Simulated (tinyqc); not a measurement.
## Film thickness from the threshold shift

Problem. Undoped body with a flat potential across it, hard walls, transport along x. One isotropic valley (g = 1, mx = my = mz = me). Non-parabolicity enters the subband edges through E (1 + al E) = gamma, so E = 2 gamma/(1 + sqrt(1 + 4 al gamma)); motion within a subband is taken as parabolic with the band-edge mass. Energies are counted from the bulk band edge. gamma = C (pi k/(t + dl))^2/mz, C = hbar^2/(2 m0). Each subband has N_k = g sqrt(mx my) m0 kB T/(pi hbar^2); without degeneracy n = exp(EF/Vt) sum N_k exp(-E_k/Vt). Classical value Nc times t, Nc = sum over valleys of 2 g (m m0 kB T/(2 pi hbar^2))^1.5 with m = (mx my mz)^(1/3). Threshold shift dVT = Vt ln(classical value/sum N_k exp(-E_k/Vt)). Find t and the lowest subband edge.

Values chosen for this exercise; masses close to those of In0.53Ga0.47As: temperature T = 300 K; mass at the band edge me = 0.0418 m0; non-parabolicity al = 1.1 1/eV; widening of the box by penetration into the insulator dl = 0 nm.

Constants: q = 1.602176634e-19 C, kB = 1.380649e-23 J/K, hbar = 1.054571817e-34 J s, m0 = 9.1093837015e-31 kg, Vt = kB T/q, hbar^2/(2 m0) = 0.0380998212 eV nm^2. Results are converted to the units shown.

dVT = 98.713020 mV

Answer. dVT is evaluated for trial values of t with all subbands; between 1.5 and 25 nm one value matches.

t = 8.00 nm
E_1 = 124 meV

tinyqc, about 0.03 s, one thread, Intel Xeon 2.30GHz (shared host): `OMP_NUM_THREADS=1 python tinyqc.py 2350159 2350160 out.jsonl`
